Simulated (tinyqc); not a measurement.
Velocity against field: two-valley model of the transferred-electron effect. Computed by tinyqc, a small Python program. Command: `OMP_NUM_THREADS=1 python tinyqc.py 3024849 3024850 out.jsonl gunn walk`. One thread of a shared host (Intel(R) Xeon(R) Processor @ 2.30GHz), about 0.01 s of CPU time with the checks.

Both kinds of valley share one electron temperature T_e, and each has a constant mobility.

Inputs (values chosen for the exercise, modelled on GaN):

| quantity | value | unit |
|---|---|---|
| central-valley mass m1 | 0.21 | m_0 |
| satellite-valley mass m2 | 0.45 | m_0 |
| satellite valleys Z | 6 | - |
| valley separation dE | 1.2 | eV |
| central-valley mobility mu1 | 1100 | cm^2/(V s) |
| satellite-valley mobility mu2 | 64 | cm^2/(V s) |
| energy relaxation time tau_E | 0.073 | ps |
| lattice temperature T | 300 | K |
| electric field F | 84 | kV/cm |

Solver: bisection.

Constants: k_B = 8.617333262e-05 eV/K.

Method. Density-of-states ratio R = Z (m2/m1)^(3/2); n2/n1 = R exp(-dE/(k_B T_e)); mean mobility mu = (mu1 + mu2 n2/n1)/(1 + n2/n1); energy balance e mu F^2 = (3/2) k_B (T_e - T)/tau_E; v = mu F.

low-field mobility = 1100 cm^2/(V s)

R = 18.8209

The curve:

| F (kV/cm) | T_e (K) | share in the satellites (%) | v (1e7 cm/s) | low-field line (1e7 cm/s) |
|---|---|---|---|---|
| 8.4 | 344 | 4.8476e-15 | 0.924 | 0.924 |
| 21.0 | 574 | 5.4679e-08 | 2.310 | 2.310 |
| 42.0 | 1395 | 8.6859e-02 | 4.616 | 4.620 |
| 59.0 | 2362 | 4.9257e+00 | 6.189 | 6.490 |
| 84.0 | 3557 | 2.7287e+01 | 6.865 | 9.240 |
| 120.0 | 4872 | 5.1914e+01 | 6.746 | 13.200 |
| 170.0 | 6552 | 6.9203e+01 | 6.512 | 18.700 |
| 250.0 | 9446 | 8.1166e+01 | 6.478 | 27.500 |
| 420.0 | 17533 | 8.9480e+01 | 7.265 | 46.200 |
| 840.0 | 52543 | 9.3523e+01 | 11.013 | 92.400 |

What follows from these numbers?

v falls between 84 and 250 kV/cm, while the share in the slow valleys goes from 27 to 81 %: transfer outruns the rise of the field. With constant mobilities n2/n1 tends to R and v ends on the line (mu1 + R mu2) F/(1 + R), a mobility of 116; real satellites saturate instead. Rows with T_e above 3000 K lie outside the range of a Maxwellian in parabolic valleys.

Extremes, crossings and ranges named in words are read from the listed rows.
